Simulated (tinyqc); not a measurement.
Precursor delivery by bubblers, mass-transport growth and the solid composition of a III-V alloy: one step, computed by the program tinyqc.

1 sccm = 44.615 micromol/min; 1 torr = 133.322 Pa. The sources decompose fully at the surface.

Problem. Bubblers. log10 p_v = a - b/T_bath; molar flow = F x 44.615 x p_v/(p_b - p_v) for a saturated bubbler.

Inputs (values chosen for the exercise, modelled on trimethylgallium (source 1) and trimethylindium (source 2) for the vapour pressures): bath temperature T1 = 260 K; bath temperature T2 = 301 K; bubbler pressure p_b = 760 torr; carrier flow F1 = 6.1 sccm; carrier flow F2 = 43 sccm.

constants a, b of source 1 (log10 torr, K): [8.047, 1703]

constants a, b of source 2 (log10 torr, K): [10.51, 3014]

Give: vapour pressure 1; molar flow 1; vapour pressure 2; molar flow 2.

Solution.

vapour pressure 1 = 31.41 torr

molar flow 1 = 11.73 micromol/min

vapour pressure 2 = 3.138 torr

molar flow 2 = 7.955 micromol/min

One kelvin of bath error changes flow 1 by 6.1 % and flow 2 by 7.7 %.
